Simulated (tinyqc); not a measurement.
Quantum well in an electric field by finite differences: sweeps and comparisons. A value that a table varies takes the place of the one given here.

Finite differences on points z_i at the centres of cells of width h: H_ii = (c/h^2)(1/m_(i-1/2) + 1/m_(i+1/2)) + V_i, H_(i,i+1) = -(c/h^2)/m_(i+1/2), where m_(i+1/2) is the mean of the masses at the two points (the end values are repeated outwards), psi = 0 on the points beyond both ends, c = hbar^2/2m0. The field adds e F (z - z0) with z0 the middle of the structure; 1 kV/cm = 1e-5 eV/angstrom.

Constants: hbar^2/2m0 = 3.80998211 eV angstrom^2.

Parameters, chosen for this exercise (near those of a GaAs well in AlGaAs; not measured data): layers = ((57, 0.259, 0.0936), (114, 0, 0.0657), (57, 0.259, 0.0936)) (each layer: thickness in angstrom, band edge in eV, mass in m0); hf = 1.1875 angstrom (cell width of the fine grid); Fs = (0, 11.7, 23.3, 35, 46.7, 58.3, 70) kV/cm (fields); F = 21 kV/cm (field along z); Lw = 114 angstrom (well width); Lb = 57 angstrom (each outer barrier); V0 = 0.259 eV (barrier height); mw = 0.0657 m0 (mass in the well); mb = 0.0936 m0 (mass in the barriers).

## Stark shift

Fine grid. Perturbation theory: dE1 = e F z_11 - beta (e F)^2 with beta = sum_j z_1j^2/(E_j - E_1) over the 13 next levels at zero field, z from z0.

Levels against field:

| F (kV/cm) | E1 (eV) | E2 (eV) | dE1 (meV) | second order (meV) | <z - z0> (angstrom) | E2 - E1 (meV) |
|---|---|---|---|---|---|---|
| 0 | 0.0255 | 0.1011 | 0.00 | 0.00 | 0.0 | 75.6 |
| 11.7 | 0.0254 | 0.1011 | -0.13 | -0.13 | -2.3 | 75.7 |
| 23.3 | 0.0250 | 0.1012 | -0.53 | -0.53 | -4.5 | 76.2 |
| 35.0 | 0.0243 | 0.1013 | -1.19 | -1.20 | -6.8 | 77.0 |
| 46.7 | 0.0234 | 0.1014 | -2.11 | -2.14 | -8.9 | 78.1 |
| 58.3 | 0.0222 | 0.1016 | -3.27 | -3.34 | -11.0 | 79.4 |
| 70.0 | 0.0208 | 0.1018 | -4.68 | -4.81 | -13.0 | 81.0 |

z_11 = 0.00 angstrom
beta = 9825 angstrom^2/eV

What does this show, and why?

At zero field the state is centred, so the shift starts as F^2; it turns linear only if the state is pulled to one side. At 70 kV/cm E1 has moved by -4.68 meV, where second order gives -4.81 meV; they differ by 3.0 % there. The electron moves by -13.0 angstrom, against the rise of the potential. E2 - E1 grows with the field; the ends are 75.6 and 81.0 meV.

## Order of mass and momentum

Fine grid. Hermitian kinetic operators m^a p m^b p m^a with 2a + b = -1: H_ii = (c/h^2) m_i^(2a) (m_(i-1/2)^b + m_(i+1/2)^b) + V_i, H_(i,i+1) = -(c/h^2) m_i^a m_(i+1)^a m_(i+1/2)^b; BenDaniel-Duke is a = 0. The halved form has H_ii = 2c/(h^2 m_i) + V_i and H_(i,i+1) = -(c/2h^2)(1/m_i + 1/m_(i+1)). The shifts are measured against BenDaniel-Duke; the last column repeats E1 with cells of hf/4.

Levels (eV):

| operator | E1 | E2 | E1 - E1(BDD) (meV) | E1 at hf/4 |
|---|---|---|---|---|
| BenDaniel-Duke | 0.0251 | 0.1011 | 0.0 | 0.0251 |
| (1/m) p^2 + p^2 (1/m), halved | 0.0242 | 0.0955 | -0.8 | -0.0365 |
| m^(-1/2) p^2 m^(-1/2) | 0.0289 | 0.1124 | 3.8 | 0.0289 |
| m^(-1/4) p m^(-1/2) p m^(-1/4) | 0.0270 | 0.1067 | 2.0 | 0.0270 |
| one mass, the smallest | 0.0270 | 0.1069 | 2.0 | 0.0270 |

What does this show?

The three forms m^a p m^b p m^a span 3.8 meV in E1, 5 % of E2 - E1; they differ only at the mass steps (largest to smallest mass 1.42), where m^a psi is the continuous quantity. Dropping the mass step altogether moves E1 by +2.0 meV. Refining the grid moves the halved form by -60.7 meV, against at most 0.02 meV for the other three: at an abrupt step it has no limit as the grid is refined.

## What each parameter does

Three layers: barrier, well, barrier; fine grid. The Stark shift is E1(F) - E1(0). Each row changes one parameter from the base and keeps the others.

Results:

| case | E1 (eV) | E2 - E1 (meV) | Stark shift (meV) | <z - z0> (angstrom) |
|---|---|---|---|---|
| base | 0.0251 | 76.1 | -0.43 | -4.10 |
| Lw = 133 angstrom | 0.0194 | 60.7 | -0.69 | -6.50 |
| Lb = 76 angstrom | 0.0250 | 76.0 | -0.43 | -4.11 |
| V0 = 0.207 eV | 0.0236 | 71.7 | -0.49 | -4.63 |
| mw = 0.0756 m0 | 0.0231 | 69.9 | -0.45 | -4.24 |
| mb = 0.0749 m0 | 0.0263 | 78.4 | -0.41 | -3.89 |
| F = 31.5 kV/cm | 0.0245 | 76.7 | -0.97 | -6.11 |

How do the results move?

The largest shifts from the base row, up to three for each result and ties (the steps differ in size, so this ranks the rows, not the parameters). E1 (eV): Lw -0.0057, mw -0.0020, V0 -0.0014. E2 - E1 (meV): Lw -15.4, mw -6.2, V0 -4.4. Stark shift (meV): F -0.54, Lw -0.25, V0 -0.06; unchanged at the printed digits by Lb. <z - z0> (angstrom): Lw -2.39, F -2.01, V0 -0.53.

tinyqc: `OMP_NUM_THREADS=1 python tinyqc.py 1280121 1280122 out.jsonl`; about 0.03 s, one thread, shared Intel(R) Xeon(R) Processor @ 2.30GHz.
